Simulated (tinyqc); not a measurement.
# Spin coating of a resist or spin-on film: centrifugal thinning, evaporation and the final thickness (Emslie and Meyerhofer models), step by step

A worked calculation. Computed by tinyqc, a small Python program that keeps every step. Command: `OMP_NUM_THREADS=1 python tinyqc.py 3110098 3110099 out.jsonl spincoat walk`. One thread of a shared host (Intel(R) Xeon(R) Processor @ 2.30GHz), about 0.08 s of CPU time with the checks. Intermediate numbers are printed to about 6 digits and carried at full precision; extremes and crossings named in words are read from the listed rows.

A Newtonian film stays uniform over the wafer; solvent and solids have the same density and the concentration is uniform through the thickness.

Inputs (values chosen for the exercise, of the order of those of a polymer resist in an ester solvent):
```
quantity                                 value          unit
solids volume fraction c0                 0.24             -
kinematic viscosity of the solvent nu_s    1.1        mm^2/s
viscosity constant k                      3000        mm^2/s
viscosity exponent gamma                   3.3             -
spin speed f                              5000           rpm
evaporation rate at 1000 rpm e0           0.16  micrometre/s
starting thickness h0                      300    micrometre
time t                                     1.2             s
wafer radius R                             100            mm
shrinkage in the bake                      8.1             %
```

## Rates

omega = 2 pi f/60; nu(c) = nu_s + k c^gamma; evaporation rate e = e0 sqrt(f/1000 rpm). Flow constant K = 2 omega^2/(3 nu(c0)); Reynolds number of the air omega R^2/nu_air with nu_air = 15 mm^2/s.

omega = 523.599 1/s

nu(c0) = 28.1283 mm^2/s

evaporation rate e = 0.357771 micrometre/s

flow constant K = 0.00649775 1/(micrometre^2 s)

Reynolds number of the air = 349066

Caution: above a Reynolds number of about 3e5 the air flow near the rim turns turbulent, and evaporation is no longer uniform.

## Thinning without evaporation

dh/dt = -K h^3 gives h = h0/sqrt(1 + 2 K h0^2 t); for long times h = 1/sqrt(2 K t).

h(t) without evaporation = 8.00494 micrometre

long-time form = 8.00780 micrometre

time 1/(2 K h0^2) = 8.54997e-04 s

The long-time form is within 0.036 %: the starting thickness is forgotten.

## The two-stage estimate

Meyerhofer estimate: flow rules until (1 - c0) K h^3 = e, then evaporation alone: h_w = (e/((1 - c0) K))^(1/3), dry film c0 h_w.

wet thickness h_w = 4.16879 micrometre

dry film, estimate = 1000.51 nm

drying time (1 - c0) h_w/e = 8.85560 s

## First explicit step of the full model

Solids s and liquid l per area start at s = c0 h0, l = (1 - c0) h0. With h = h0 and c = c0: Q = K h^3, K = 2 omega^2/(3 nu); one Euler step of length dt = 0.01 h0/Q for s and l, ds/dt = -c Q, dl/dt = -(1 - c) Q - e.

Q = 175439 micrometre/s

dt = 1.70999e-05 s

s = 71.28 micrometre

l = 225.720 micrometre

Q/e at the start = 490367

## The full model

Full model for solids s and liquid l per area, h = s + l, c = s/h: ds/dt = -c Q, dl/dt = -(1 - c) Q - e, Q = 2 omega^2 h^3/(3 nu(c)); integrated adaptively (relative tolerance 1e-9) until l = 0. Dry film = s at l = 0, before the bake; film after the bake = s x (1 - shrinkage).

time to dry = 11.7797 s

dry film = 1163.98 nm

film after the bake = 1069.69 nm

## Course in time

Times are fractions of the time to dry.

History:
```
fraction    t (s)  h (micrometre)         c  nu (mm^2/s)          Q/e   s (nm)
0.003      0.0353         46.1092  0.240045        28.14  1.77936e+03  11068.3
0.010      0.1178         25.4672  0.240267        28.23  2.98933e+02   6118.9
0.030      0.3534         14.7410  0.241380        28.64  5.71275e+01   3558.2
0.100      1.1780          8.0834  0.248496        31.42  8.58881e+00   2008.7
0.200      2.3559          5.7016  0.264815        38.50  2.45960e+00   1509.9
0.350      4.1229          4.2253  0.301785        58.66  6.56921e-01   1275.1
0.500      5.8898          3.3541  0.357213       101.51  1.89895e-01   1198.1
0.700      8.2458          2.4375  0.479612       266.60  2.77499e-02   1169.0
0.900     10.6017          1.5858  0.734194      1083.27  1.88059e-03   1164.3
```

Q/e drops below 1 between t = 2.4 and 4.1 s, when c has risen from 0.24 to about 0.302; after that row the solids fall by a further 9 %. The full model gives 1.16 times the two-stage estimate.

## Spin curve

The formulas are those given above.

Dry film against speed:
```
f (rpm)  full model (nm)  estimate (nm)  time to dry (s)
500              3680.65        3163.89          117.718
1000             2602.69        2237.20           58.881
1500             2125.10        1826.67           39.259
2000             1840.40        1581.94           29.446
3000             1502.68        1291.65           19.632
4000             1301.36        1118.60           14.724
6000             1062.56         913.34            9.817
```

The full thickness goes as f^-0.500; the estimate as (e/omega^2)^(1/3) = f^(-1/2). The time to dry goes as f^-1.00. A thickness window of 1 % allows a speed error of about 2 %.

Checks made by the program: constant-viscosity run against c0 h0 exp(-int K h^2 dt) (relative difference 1e-05).
